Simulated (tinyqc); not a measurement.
Electroplating on a thin resistive seed layer: kinetics, Wagner number and the terminal effect across a wafer: one step, computed by the program tinyqc.

Current enters the seed at the rim. The bath is treated as a local resistance per area (no lateral flow in the liquid), two electrons per ion, molar volume 7.11 cm^3/mol, Faraday constant F = e N_A, kinematic viscosity 0.01 cm^2/s, omega = 2 pi x rpm/60; k_B T/e is in volts.

Problem. Rate, limit and resistances. Growth rate = i V_m/(2 F). Levich limit i_L = 0.62 x 2 F D^(2/3) omega^(1/2) nu^(-1/6) c. Tafel overpotential eta = (k_B T/(alpha e)) ln(i/i_0); kinetic resistance k_B T/(alpha e i); bath resistance h/kappa + plate; R_s = resistivity/t; Wagner number = kinetic resistance x kappa/R.

Inputs (values chosen for the exercise, of the order of those for copper plating on a thin cobalt or ruthenium seed): wafer radius R = 10 cm; seed thickness t = 170 nm; seed resistivity = 11 microohm cm; bath conductivity kappa = 0.31 S/cm; gap to the anode h = 5.5 cm; extra resistance of a porous plate = 0 ohm cm^2; exchange current density i_0 = 0.04 mA/cm^2; cathodic transfer coefficient alpha = 0.59; mean current density = 18 mA/cm^2; diffusivity of the metal ion = 5.2e-06 cm^2/s; metal ion concentration = 0.49 mol/L; rotation rate = 30 rpm; temperature T = 298 K.

Constants: e = 1.602176634e-19 C; N_A = 6.02214076e+23 1/mol; k_B = 8.617333262e-05 eV/K.

Give: growth rate; limiting current i_L; overpotential; kinetic resistance; bath resistance R_b; sheet resistance R_s; Wagner number.

Solution.

growth rate = 397.9 nm/min

limiting current i_L = 67.19 mA/cm^2

overpotential = 265.9 mV

kinetic resistance = 2.418 ohm cm^2

bath resistance R_b = 17.74 ohm cm^2

sheet resistance R_s = 0.6471 ohm/square

Wagner number = 0.07496
